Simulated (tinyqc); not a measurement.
Raising the field: quantum-confined Stark effect in a modulator well.

Envelopes on cells of 0.5 angstrom over the well |z| < L/2 and 45 angstrom of barrier on each side, psi = 0 beyond, psi'/m continuous (mean mass between points), c = hbar^2/2m0. The electron sees + e F z and the hole - e F z, each with its offset in the barriers; 1 kV/cm = 1e-5 eV/angstrom. Light holes, band mixing and escape by tunnelling are left out.

Exciton: in-plane function exp(-rho/lam), 1/mu = 1/me + 1/mp, E(lam) = c/(mu lam^2) - (q/eps) times the integral over k of Fm(k)(1 + (k lam/2)^2)^(-3/2), Fm(k) the double integral of psi_e^2 psi_h^2 exp(-k |z - z'|), q = e^2/(4 pi eps0); binding Eb = -E at the minimum. Line at Eg + E_e + E_h - Eb, strength proportional to overlap^2/lam^2.

Constants: hbar^2/2m0 = 3.80998211 eV angstrom^2; e^2/(4 pi eps0) = 14.39964547 eV angstrom; hc = 1239.841984 eV nm.

Parameters, chosen for this exercise (near those of an InGaAsP well in InP; shifted at random, so the results belong to these values and not to a real crystal): L = 118 angstrom (well width); Vc = 0.178 eV (conduction offset); Vv = 0.307 eV (heavy-hole offset); me = 0.0486 m0 (electron, well); meb = 0.08 m0 (electron, barrier); mh = 0.344 m0 (heavy hole along z, well); mhb = 0.505 m0 (heavy hole, barrier); Eg = 0.876 eV (gap of the well); mp = 0.109 m0 (heavy hole in the plane); eps = 13.5 (dielectric constant); Fs = (0, 20, 39, 59, 81, 105, 131) kV/cm (fields).

All quantities anew; shifts from zero field.

Results:
```
F (kV/cm)  dE_e (meV)  dE_h (meV)  Eb (meV)  line shift (meV)  overlap^2  relative strength
0                0.00        0.00      5.82              0.00      0.949              1.000
20              -0.48       -1.19      5.69             -1.53      0.863              0.876
39              -1.79       -4.17      5.42             -5.57      0.693              0.650
59              -4.05       -8.66      5.12            -12.02      0.516              0.441
81              -7.49      -14.64      4.83            -21.14      0.362              0.281
105            -12.27      -22.02      4.57            -33.04      0.243              0.172
131            -18.51      -30.72      4.35            -47.75      0.156              0.101
```

The line shift grows with exponent 1.93 in F at low field and 1.67 at the end, as the carriers come up against opposite walls and the dipole begins to saturate. The hole gives 71 % of the level shift in the second row and 62 % in the last. The largest shift is 8.2 times the zero-field binding, yet 75 % of the binding survives, since the walls stop the field from pulling the pair apart. Half the strength is gone between 39 and 59 kV/cm.

(tinyqc, `OMP_NUM_THREADS=1 python tinyqc.py 1280958 1280959 out.jsonl`, Intel(R) Xeon(R) Processor @ 2.30GHz, 1 thread, shared host, about 0.1 s.)
